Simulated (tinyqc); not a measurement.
From results back to parameters: metal-induced gap states at the contact of a metal chain and a two-band chain. Four cases, with inputs chosen for the exercise.

Problem. With gap states the barrier for electrons is phi = S (W - chi - p) + p, W being the work function of the metal, S the pinning factor and p the depth of the neutrality level below the conduction edge. The barriers for two metals come from hidden S and p, those of the chain and not of a measured contact.

Find: S, p (eV).

Method. The slope of the barrier against W is S; then p = (phi1 - S (W1 - chi))/(1 - S).

Case 1.

Values chosen (out of a larger set: gap and optical dielectric constant near those of SiO2; the chain itself is a model; not measured data): W1 = 4.38 eV (work function of metal 1); W2 = 5.12 eV (of metal 2); chi = 0.91 eV (electron affinity).

barriers (eV): metal 1 3.74140, metal 2 4.39408

Solution.

S, p (eV): 0.882  5.770

Case 2.

Values chosen (out of a larger set: gap and optical dielectric constant near those of GaAs; the chain itself is a model; not measured data): W1 = 4.28 eV (work function of metal 1); W2 = 5.11 eV (of metal 2); chi = 3.93 eV (electron affinity).

barriers (eV): metal 1 0.53400, metal 2 0.98220

Solution.

S, p (eV): 0.540  0.750

Case 3.

Values chosen (out of a larger set: gap and optical dielectric constant near those of GaAs; the chain itself is a model; not measured data): W1 = 4.39 eV (work function of metal 1); W2 = 5.49 eV (of metal 2); chi = 4 eV (electron affinity).

barriers (eV): metal 1 0.71656, metal 2 1.12576

Solution.

S, p (eV): 0.372  0.910

Case 4.

Values chosen (out of a larger set: gap and optical dielectric constant near those of SiO2; the chain itself is a model; not measured data): W1 = 4.12 eV (work function of metal 1); W2 = 5.28 eV (of metal 2); chi = 0.89 eV (electron affinity).

barriers (eV): metal 1 4.14656, metal 2 4.60708

Solution.

S, p (eV): 0.397  4.750

Computed by tinyqc, one run a case: `OMP_NUM_THREADS=1 python tinyqc.py N N+1 out.jsonl` with N = 1450621, 1450622, 1450632, 1450741; one thread of a shared Intel(R) Xeon(R) Processor @ 2.30GHz, about 0.01 s a run at most.
